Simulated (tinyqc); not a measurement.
Pi bands of a honeycomb layer in tight binding: one step. Levels at Gamma, M and K.

Lattice vectors a (1,0) and a (1/2, sqrt3/2); f = exp(i ky a/sqrt3) + 2 cos(kx a/2) exp(-i ky a/(2 sqrt3)), w = |f|. H = [[D - t2 F, -t f], [., -D - t2 F]] with F = w^2 - 3, S = [[1, s0 f], [., 1]]; the levels solve det(H - E S) = 0. K = (4 pi/3a, 0), M = (pi/a, pi/(sqrt3 a)); w = 3, 1, 0 at Gamma, M, K.

Values chosen for the exercise (of the size used for graphene; the results hold for these values, not for the real material):
- t = 2.6 eV (nearest hopping)
- t2 = 0 eV (second-neighbour hopping)
- s0 = 0.073 (overlap of neighbours)
- D = 0 eV (+D on A, -D on B)

Problem. Solve the quadratic (e - E)^2 - D^2 - (t + s0 E)^2 w^2 = 0 with e = -t2 (w^2 - 3), for w = 3, 1, 0.

Give: a table of point, w, lower, upper, difference.

Solution.

Levels (eV):

| point | w | lower | upper | difference |
|---|---|---|---|---|
| Gamma | 3 | -6.3987 | 9.9872 | 16.3859 |
| M | 1 | -2.4231 | 2.8047 | 5.2279 |
| K | 0 | 0.0000 | 0.0000 | 0.0000 |

Measured from the middle of the levels at K (0.000 eV), the upper band reaches 9.987 eV and the lower -6.399 eV at Gamma: the upper band is the wider; overlap stretches the upper band and positive t2 the lower. The saddle points at M give the absorption peak at 5.228 eV in this one-electron picture.

Run: tinyqc, `OMP_NUM_THREADS=1 python tinyqc.py 1482292 1482293 out.jsonl`; Intel(R) Xeon(R) Processor @ 2.30GHz, one thread, shared host; about 0.01 s of CPU time with all checks.
